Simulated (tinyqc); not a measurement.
Thin-film transistor with exponential tail and deep states, accumulation layer: effect of the total density of deep states.

An undoped film in accumulation, thicker than the space-charge layer. With band bending psi the Fermi level lies E0 - psi below the band edge. Free electrons n = n0 exp(psi/Vt) carry the current; electrons in two exponential distributions of traps, a = a0 exp(psi/Va) and d = d0 exp(psi/Vp), do not. Linear regime, ohmic contacts, traps in equilibrium.

Va = kB Tt/q, Vp = kB Td/q; n0 = Nc exp(-E0/Vt), a0 = Nt th(T/Tt) exp(-E0/Va), d0 = Nd th(T/Td) exp(-E0/Vp), th(x) = pi x/sin(pi x). G(psi) = sum over the three kinds of c0 [V (exp(psi/V) - 1) - psi], field F = sqrt(2 q G/(eps0 eps_r)); Vg = psi + eps0 eps_r F/Ci at the surface. Total charge Q = Ci (Vg - psi_s); free charge Qf = q times the integral of n0 (exp(psi/Vt) - 1)/F over psi from 0 to psi_s; I = (W/L) mb Qf Vd; effective mobility mb Qf/Q.

Inputs (values chosen for the exercise); values close to those of amorphous silicon:

| symbol | value | unit | meaning |
|---|---|---|---|
| T | 270 | K | temperature |
| eps_r | 11.8 |  | relative permittivity of the semiconductor |
| Nc | 4.8e19 | cm^-3 | density of extended states |
| mb | 8 | cm^2/(V s) | band mobility |
| Nt | 8.9e19 | cm^-3 | total density of tail states |
| Tt | 350 | K | characteristic temperature of the tail |
| Td | 1050 | K | characteristic temperature of the deep states |
| E0 | 0.57 | eV | bulk Fermi level below the band edge |
| Ci | 20 | nF/cm^2 | gate capacitance |
| WL | 20 |  | ratio W/L |
| Vd | 0.2 | V | drain voltage |
| Vg | 12 | V | gate voltage above flat band |

Constants: q = 1.602176634e-19 C, kB = 1.380649e-23 J/K, Vt = kB T/q, eps0 = 8.8541878128e-14 F/cm where lengths are in cm. Results are converted to the units shown.

Results:
```
Nd (cm^-3)  E0 - psi_s (eV)  Q (nC/cm^2)  free share (%)  effective mobility (cm^2/(V s))  I (nA)
7.1e16               0.1258        231.1           2.537                           0.2029   187.6
1.7e17               0.1262        231.1           2.452                           0.1961   181.3
4.2e17               0.1274        231.1           2.268                           0.1814   167.8
1e18                 0.1301        231.2           1.925                           0.1540   142.4
5.9e18               0.1552        231.7          0.5539                          0.04431   41.07
1.4e19               0.1971        232.5         0.08564                         0.006851   6.373
```

Estimate the missing row, Nd = 2.4e18 cm^-3.

Computed row:
```
Nd (cm^-3)  E0 - psi_s (eV)  Q (nC/cm^2)  free share (%)  effective mobility (cm^2/(V s))  I (nA)
2.4e18               0.1368        231.3           1.335                           0.1068   98.82
```

With this row back in the table: As Nd goes from 7.1e16 to 1.4e19 cm^-3, the free share falls from 2.54 to 0.0856 %, the distance of the Fermi level from the edge rises from 0.126 to 0.197 eV and the current falls from 188 to 6.37 nA. Q varies by only 0.62 %: the gate sets the charge, the traps decide how much of it moves. In every row the th form, which assumes a Fermi level far below the edge, overcounts the filled tail at the surface by more than 15 %.

Program tinyqc, `OMP_NUM_THREADS=1 python tinyqc.py 2610045 2610046 out.jsonl`; Intel Xeon 2.30GHz, shared host, one thread, about 0.02 s.
